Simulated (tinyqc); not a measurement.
# Rapid thermal processing of a wafer: radiative balance, ramp and cooling, pattern effects, pyrometer error and spike budget, step by step

A worked calculation. Computed by tinyqc, a small Python program that keeps every step. Command: `OMP_NUM_THREADS=1 python tinyqc.py 3110573 3110574 out.jsonl rtp walk`. One thread of a shared host (Intel(R) Xeon(R) Processor @ 2.30GHz), about 0.05 s of CPU time with the checks. Intermediate numbers are printed to about 5 digits and carried at full precision; extremes and crossings named in words are read from the listed rows.

The wafer is opaque and uniform through its thickness unless said otherwise; temperatures in formulas are in kelvin (C + 273.15). sigma = 5.670374419e-12 W/(cm^2 K^4).

Inputs (values chosen for the exercise, modelled on a hot silicon wafer): wafer thickness d = 725 micrometre; heat capacity per volume C = 2.29 J/(cm^3 K); thermal conductivity k = 0.2 W/(cm K); emissivity eps of each face = 0.55; reflectivity of the chamber walls r = 0.01; gas heat-transfer coefficient h, both faces together = 2.6 mW/(cm^2 K); wall temperature T_w = 700 K; process temperature = 737 C; starting temperature = 450 C; ramp rate = 37 K/s; relative change of absorptivity over a pattern = 2.9 %; period of the pattern = 7.6 mm; pyrometer wavelength = 4.5 micrometre; error of the assumed emissivity = 2.6 %; activation energy of the process E_a = 3.46 eV.

Constants: k_B = 8.617333262e-05 eV/K; h = 6.62607015e-34 J s; c = 299792458 m/s; k_B = 1.380649e-23 J/K.

## Power to hold and to ramp

Effective emissivity between parallel grey plates: eps_eff = 1/(1/eps + 1/(1 - r) - 1). Loss per area q(T) = 2 eps_eff sigma (T^4 - T_w^4) + h (T - T_w). Absorbed power during a ramp = q(T) + C d x ramp rate; thermal time constant tau = C d/(dq/dT), dq/dT = 8 eps_eff sigma T^3 + h; natural cooling rate q/(C d); front-to-back difference under one-sided heating at the end of the ramp = (absorbed power) d/(2 k).

eps_eff = 0.54696

holding power q = 5.7757 W/cm^2

power at the end of the ramp = 11.919 W/cm^2

dq/dT = 28.175 mW/(cm^2 K)

time constant tau = 5.8926 s

natural cooling rate = 34.788 K/s

front-to-back difference = 2.1603 K

Radiation carries 86 % of the loss. The ramp needs 2.1 times the holding power.

## Cooling curve

Cooling with the lamps off: C d dT/dt = -q(T), integrated adaptively (relative tolerance 1e-10).

Lamps off at t = 0:
```
t (s)   T (C)  cooling rate (K/s)
0.59   717.45              31.557
1.20   699.10              28.677
2.40   667.58              24.060
4.10   631.04              19.199
5.90   600.02              15.459
8.80   561.67              11.287
15.00  509.05               6.303
24.00  469.12               3.033
```

The rate falls from 34.8 K/s at t = 0 to 3.03 K/s in the last row.

## Thermal budget of a spike

Spike anneal: linear ramp to the peak, then lamps off. Equivalent time at the peak = int exp(-(E_a/k_B)(1/T - 1/T_peak)) dt; estimate (k_B T^2/E_a)(1/ramp rate + 1/cooling rate). The ramp part uses 4000 trapezoid steps, the cooling part 4000 steps over 4 tau. Time within 50 K of the peak from the same curves.

equivalent time, ramp = 0.65467 s

equivalent time, cooling = 0.79093 s

equivalent time, total = 1.4456 s

estimate = 1.4174 s

time within 50 K of the peak = 2.9874 s

Cooling supplies 55 % of the budget.

## What a faster ramp buys

The formulas are those given above.

Against the ramp rate:
```
ramp (K/s)  ramp part (s)  cooling part (s)  total (s)  power at the peak (W/cm^2)
10                 2.4223           0.79093     3.2132                        7.44
25                 0.9689           0.79093     1.7598                        9.93
50                 0.4845           0.79093     1.2754                       14.08
100                0.2422           0.79093     1.0332                       22.38
250                0.0969           0.79093     0.8878                       47.28
500                0.0484           0.79093     0.8394                       88.79
1000               0.0242           0.79093     0.8151                      171.80
```

From 10 to 100 K/s the total falls by a factor 3.1, from 100 to 1000 K/s by 1.27: the cooling part, 0.791 s, is a floor, and the natural cooling rate here is 34.8 K/s.

## Pattern effect

At steady state a sinusoidal change of absorbed power of relative amplitude a and period p gives the temperature amplitude a q/(dq/dT + k d (2 pi/p)^2); healing length l = sqrt(k d/(dq/dT)); process change = E_a dT/(k_B T^2). Emissivity is taken as unchanged.

healing length l = 7.1738 mm

amplitude without lateral conduction = 5.9448 K

amplitude = 0.16433 K

change of the process rate = 0.64664 %

Lateral conduction cuts the amplitude to 2.8 %, since p/(2 pi l) = 0.17.

## Pyrometer error

Signal proportional to eps/(exp(c2/(lambda T)) - 1), c2 = h c/k_B. If the assumed emissivity is too high by the given error, the reading T' solves (1 + error)/(exp(c2/(lambda T')) - 1) = 1/(exp(c2/(lambda T)) - 1). Wien estimate: T' - T = -lambda T^2 ln(1 + error)/c2. Process rates go as exp(-E_a/(k_B T)).

c2 = 14388 micrometre K

c2/(lambda T) = 3.1652

reading less true temperature = -7.7897 K

Wien estimate = -8.1918 K

rate at T over rate at T', less 1 = 36.192 %

Caution: below about 600 C lightly doped silicon is partly transparent at this wavelength, so its emissivity is not yet the hot value early in the ramp.

Checks made by the program: cooling time against quadrature of C d dT/q (relative difference 1e-07).
